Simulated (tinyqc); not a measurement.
# Worked calculation: modulation-doped quantum well, Poisson-Schroedinger loop with local exchange and correlation

Program tinyqc, `OMP_NUM_THREADS=1 python tinyqc.py 2140126 2140127 out.jsonl`; Intel Xeon 2.30GHz, shared host, one thread, about 0.2 s. Printed values are rounded.

A well of width L centred at z = 0 between barriers Vb; effective-mass electrons, parabolic bands. The electrons come from donor sheets outside the mesh, a share fL of Ns on the left and the rest on the right, so the structure is neutral. Energies are counted from the band edge of the well, with U = 0 on the first node in the Hartree part.

Parameters, values chosen for the exercise; material values close to those of GaAs in AlGaAs:
```
symbol,value,unit,meaning
T,20,K,temperature
md,0.0662,m0,in-plane mass
Vb,0.248,eV,barrier height
eps_r,13,,relative permittivity (all layers)
L,24,nm,well width
hz,3,nm,mesh step
Ns,4.5e11,cm^-2,sheet density of electrons
fL,0,,share of the donors on the left side
Fz,0,kV/cm,applied field along z
a,1,,mixing factor
```

Constants: q = 1.602176634e-19 C, kB = 1.380649e-23 J/K, hbar = 1.054571817e-34 J s, m0 = 9.1093837015e-31 kg, Vt = kB T/q, eps0 = 8.8541878128e-14 F/cm where lengths are in cm, hbar^2/(2 m0) = 0.0380998212 eV nm^2. Results are converted to the units shown.

## Fixed part of the potential

z, node 1 to 16 (nm): [-22.5, -19.5, -16.5, -13.5, -10.5, -7.5, -4.5, -1.5, 1.5, 4.5, 7.5, 10.5, 13.5, 16.5, 19.5, 22.5]

V0 = 0 in the well and Vb outside, plus q Fz z (1 kV/cm = 1e-4 eV/nm).

fixed potential V0, node 1 to 16 (eV): [0.2480000, 0.2480000, 0.2480000, 0.2480000, 0.0000000, 0.0000000, 0.0000000, 0.0000000, 0.0000000, 0.0000000, 0.0000000, 0.0000000, 0.2480000, 0.2480000, 0.2480000, 0.2480000]

## Round 1: levels and probability densities

self-consistent potential U at the start, node 1 to 16 (eV): [0, 0, 0, 0, 0, 0, 0, 0, 0, 0, 0, 0, 0, 0, 0, 0]
mass on the intervals 1/2, 3/2, ... (mean of both at an interface) (m0): [0.0916, 0.0916, 0.0916, 0.0916, 0.0793, 0.067, 0.067, 0.067, 0.067, 0.067, 0.067, 0.067, 0.0793, 0.0916, 0.0916, 0.0916, 0.0916]

Tridiagonal Hamiltonian with psi = 0 one step beyond both ends: H_ii = C (1/m_(i-1/2) + 1/m_(i+1/2))/hz^2 + V0_i + U_i, H_(i,i+1) = -C/(m_(i+1/2) hz^2), C = hbar^2/(2 m0). The lowest 2 level(s) are kept, normalised to hz sum |psi|^2 = 1.

levels (eV): E1 0.00646122, E2 0.02551415
|psi|^2 of E1, node 1 to 16 (1/nm): [0.00000000, 0.00000013, 0.00000648, 0.00032532, 0.01278153, 0.03304218, 0.05378051, 0.06673052, 0.06673052, 0.05378051, 0.03304218, 0.01278153, 0.00032532, 0.00000648, 0.00000013, 0.00000000]
|psi|^2 of E2, node 1 to 16 (1/nm): [0.00000001, 0.00000060, 0.00002670, 0.00118569, 0.04132296, 0.06961755, 0.04747030, 0.00704285, 0.00704285, 0.04747030, 0.06961755, 0.04132296, 0.00118569, 0.00002670, 0.00000060, 0.00000001]

## Round 1: Fermi level and occupations

Level k holds N_k = D_k Vt ln(1 + exp((EF - E_k)/Vt)) with D = md m0 q/(pi hbar^2) per eV (spin included); EF is fixed by sum N_k = Ns.

EF = 0.02246273 eV
N_k (cm^-2): E1 4.425072e11, E2 7.492840e9

## Round 1: density, output potential and mixing

n_i = sum_k N_k |psi_k|^2 (converted to cm^-3). Hartree part by Gauss: on the interval after node i the enclosed sheet charge is S_i = fL Ns - hz sum_(j<=i) n_j, and U_(i+1) = U_i + q S_i hz/(eps0 eps_r) in eV, U_1 = 0. Added to it: V_xc = -(2 Ry/(pi al rs)) [1 + 0.7734 (rs/21) ln(1 + 21/rs)] (Hedin-Lundqvist), al = (4/(9 pi))^(1/3), rs = (3/(4 pi n))^(1/3)/aB, aB = 4 pi eps0 eps_r hbar^2/(md m0 q^2), Ry = q/(8 pi eps0 eps_r aB) in eV. Mixing: U(new) = U + a (U(out) - U).

n, node 1 to 16 (in units of 1e17 cm^-3): [0.000000, 0.000006, 0.000307, 0.015284, 0.596555, 1.514303, 2.415395, 2.958150, 2.958150, 2.415395, 1.514303, 0.596555, 0.015284, 0.000307, 0.000006, 0.000000]
U(out), node 1 to 16 (eV): [-0.0000434, -0.0001556, -0.0005195, -0.0016453, -0.0049273, -0.0073161, -0.0109947, -0.0171748, -0.0265703, -0.0391813, -0.0542939, -0.0706961, -0.0862052, -0.1038705, -0.1222977, -0.1409766]
U after round 1, node 1 to 16 (eV): [-0.0000434, -0.0001556, -0.0005195, -0.0016453, -0.0049273, -0.0073161, -0.0109947, -0.0171748, -0.0265703, -0.0391813, -0.0542939, -0.0706961, -0.0862052, -0.1038705, -0.1222977, -0.1409766]

## Course of the self-consistent loop

Start from U = 0. Stop when the largest |U(out) - U| is below 1e-7 eV, or after 120 rounds.

Course of the iteration:
```
round  level E1 (eV)      EF (eV)  largest |U(out) - U| (eV)
1        0.006461223   0.02246273                      0.141
2        -0.03429072  -0.01801832                     0.0425
3       -0.004845157   0.01121458                     0.0174
4        -0.01570777  5.469366e-4                     0.0102
5       -0.008984665  0.007188093                    5.49e-3
6        -0.01249214  0.003737573                    3.18e-3
7        -0.01042814  0.005772701                    1.78e-3
8        -0.01157116  0.004647182                    1.02e-3
9        -0.01091448  0.005294291                    5.73e-4
...              ...          ...                        ...
17       -0.01114705  0.005065264                    6.16e-6
18       -0.01115103  0.005061345                    3.50e-6
19       -0.01114877  0.005063569                    1.98e-6
20       -0.01115005  0.005062307                    1.13e-6
21       -0.01114932  0.005063023                    6.38e-7
22       -0.01114973  0.005062617                    3.62e-7
23       -0.01114950  0.005062847                    2.05e-7
24       -0.01114963  0.005062717                    1.17e-7
25       -0.01114956  0.005062791                    6.61e-8
```

Converged in 25 rounds. Towards the end the residual shrinks by a factor of about 0.57 a round.

## Converged levels, occupations and centroid

converged U, node 1 to 16 (eV): [-0.0000187, -0.0000705, -0.0002529, -0.0008476, -0.0025631, -0.0037636, -0.0052682, -0.0075580, -0.0113681, -0.0177771, -0.0279527, -0.0419426, -0.0554177, -0.0723729, -0.0905268, -0.1090834]

Solve for the levels with V0 + U, find EF, n_i = sum_k N_k |psi_k|^2 (in cm^-3); share of each level N_k/Ns; centroid sum n z/sum n.

levels (eV): E1 -0.01114956, E2 0.01081606
EF = 0.005062791 eV
shares (%): E1 99.63052, E2 0.36948
n, node 1 to 16 (in units of 1e17 cm^-3): [0.000000, 0.000001, 0.000029, 0.001596, 0.068552, 0.229280, 0.555954, 1.164025, 2.173959, 3.488107, 4.272471, 2.946868, 0.096255, 0.002806, 0.000094, 0.000003]
centroid = 5.105432 nm

With 400 intervals across the well and the same walls, E2 - E1 = 24.49 meV and EF - E1 = 16.26 meV; this mesh gives 21.97 and 16.21 meV.
